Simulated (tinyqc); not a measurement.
# Threshold of a short bulk MOSFET: charge sharing, barrier lowering, narrow width: effects of single changes

n-channel device on a p-type body, depletion approximation, full ionisation. Uniform doping N = Na. Vbi from Boltzmann statistics is rough for the degenerate source. Cox = eps0 eox/tox.

Values chosen for this exercise; band and dielectric values close to those of silicon: temperature T = 350 K; band gap Eg = 1.13 eV; relative permittivity eps_r = 11.7; conduction-band density of states at T Nc = 3.54e19 cm^-3; valence-band density of states at T Nv = 3.36e19 cm^-3; relative permittivity of the gate insulator (close to silicon dioxide) eox = 3.9; insulator thickness tox = 1.7 nm; channel doping Na = 4.4e17 cm^-3; source and drain doping Nsd = 1e20 cm^-3; flat-band voltage for the doping Na Vfb = -0.77 V; junction depth xj = 23 nm; body-source voltage Vbs = -0.5 V; drain-source voltage Vds = 0.5 V; gate width W = 250 nm; shape factor of the fringing depletion at the width edges xw = 0; channel length L = 140 nm.

Constants: q = 1.602176634e-19 C, kB = 1.380649e-23 J/K, Vt = kB T/q, eps0 = 8.8541878128e-14 F/cm where lengths are in cm. Results are converted to the units shown.

Each table varies one quantity; the others keep the values above.

## Threshold roll-off against channel length

ni = sqrt(Nc Nv) exp(-Eg/(2 Vt)), Eg in volts; 2 pB = 2 Vt ln(N/ni); flat band Vfb - Vt ln(N/Na); Wd = sqrt(2 eps0 eps_r (2 pB - Vbs)/(q N)); body term q N Wd/Cox; long-channel VT0 = flat band + 2 pB + body term; Vbi = Vt ln(N Nsd/ni^2); scale length l = sqrt((eps_r/eox) tox Wd). Charge sharing (trapezoid; it ignores Vds): F = (xj/L)(sqrt(1 + 2 Wd/xj) - 1), lowering = body term times F. Barrier lowering: th = exp(-L/(2 l)) + 2 exp(-L/l), lowering = th [2 (Vbi - 2 pB) + Vds], DIBL = th. Narrow width: rise = body term times xw Wd/W. VT by each model = VT0 - lowering + rise. DIBL under 0.001 mV/V is printed as 0.

The same in every row: N (cm^-3) = 4.4000e17; VT0 (V) = 0.31687.

Threshold roll-off against channel length:

| L (nm) | L/l | F | DIBL (mV/V) | VT, charge sharing (V) | VT, barrier lowering (V) |
|---|---|---|---|---|---|
| 57 | 3.1703 | 0.62615 | 288.89 | 0.17914 | 0.077870 |
| 82 | 4.5608 | 0.43525 | 123.15 | 0.22113 | 0.21499 |
| 120 | 6.6744 | 0.29742 | 38.062 | 0.25145 | 0.28539 |
| 170 | 9.4554 | 0.20995 | 9.0034 | 0.27069 | 0.30943 |
| 250 | 13.905 | 0.14276 | 0.95808 | 0.28547 | 0.31608 |
| 360 | 20.023 | 0.099141 | 0.044881 | 0.29507 | 0.31684 |
| 520 | 28.922 | 0.068636 | 0 | 0.30178 | 0.31687 |
| 750 | 41.715 | 0.047588 | 0 | 0.30641 | 0.31687 |
| 1100 | 61.182 | 0.032446 | 0 | 0.30974 | 0.31687 |

VT by barrier lowering rises from 0.0779 to 0.317 V and VT by charge sharing rises from 0.179 to 0.310 V. DIBL is under 100 mV/V from L = 120 nm on among the rows (th = 0.1 at L/l = 4.92). For L = 57 F exceeds 0.5: the shares of source and drain overlap, and the trapezoid formula no longer holds. For L = 57 DIBL exceeds 250 mV/V, where the barrier formula is rough.

## Effect of the gate width

Same model as above.

Effect of the gate width:

| W (nm) | N (cm^-3) | VT0 (V) | L/l | F | DIBL (mV/V) | VT, charge sharing (V) | VT, barrier lowering (V) |
|---|---|---|---|---|---|---|---|
| 40 | 4.400e17 | 0.3169 | 7.787 | 0.2549 | 21.21 | 0.2608 | 0.2993 |
| 74 | 4.400e17 | 0.3169 | 7.787 | 0.2549 | 21.21 | 0.2608 | 0.2993 |
| 140 | 4.400e17 | 0.3169 | 7.787 | 0.2549 | 21.21 | 0.2608 | 0.2993 |
| 250 | 4.400e17 | 0.3169 | 7.787 | 0.2549 | 21.21 | 0.2608 | 0.2993 |
| 470 | 4.400e17 | 0.3169 | 7.787 | 0.2549 | 21.21 | 0.2608 | 0.2993 |
| 870 | 4.400e17 | 0.3169 | 7.787 | 0.2549 | 21.21 | 0.2608 | 0.2993 |
| 1600 | 4.400e17 | 0.3169 | 7.787 | 0.2549 | 21.21 | 0.2608 | 0.2993 |
| 3000 | 4.400e17 | 0.3169 | 7.787 | 0.2549 | 21.21 | 0.2608 | 0.2993 |

As W goes from 40 to 3000, VT0 stays at 0.317 V, DIBL stays at 21.2 mV/V, F stays at 0.255 and VT by barrier lowering stays at 0.299 V. The width enters only through the rise xw Wd/W.

Numbers from tinyqc (`OMP_NUM_THREADS=1 python tinyqc.py 2002153 2002154 out.jsonl`; about 0.01 s on one thread of a shared Intel Xeon 2.30GHz).
